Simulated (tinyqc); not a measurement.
Two-sublattice mean-field magnet: ferrimagnet, compensation points and susceptibility: one step, computed by the program tinyqc.

A random alloy A(1-x)B(x) with H = -sum over pairs J S_i.S_j. a = <S_A> and b = <S_B> are taken along z, a > 0. Exchange fields: h_A = (1 - x) zJ_AA a + x zJ_AB b, h_B = (1 - x) zJ_AB a + x zJ_BB b; a = S_A B_(S_A)(S_A h_A/(k_B T)) and likewise for b, with the Brillouin function B_S(y) = [(2S + 1)/(2S)] coth[(2S + 1) y/(2S)] - [1/(2S)] coth[y/(2S)].

Task: Ordering temperature. Linearised, T (a, b) = M (a, b) with M_ij = S_i (S_i + 1) c_j zJ_ij/(3 k_B), c_A = 1 - x, c_B = x. T_c is the larger eigenvalue, and its eigenvector gives b/a at onset, (T_c - M_AA)/M_AB.

Inputs (values chosen for the exercise, for a model ferrimagnet):
```
quantity,value,unit
spin S_A,2,-
spin S_B,1.5,-
fraction x of B sites,0.14,-
z J_AA,21.3,meV
z J_BB,3.5,meV
z J_AB,-5.4,meV
T over T_c,0.61,-
```

Constants: k_B = 8.617333262e-05 eV/K.

Give: M; eigenvalues; T_c; b/a at onset; T.

Result:

M (K):
```
,A,B
A,425.1,-17.5
B,-67.4,7.1
```

eigenvalues (K): [4.3, 428.0]

T_c = 428.0 K

b/a at onset = -0.1601

T = 261.1 K

The antiferromagnetic A-B coupling raises T_c by 3 K over that of A alone.
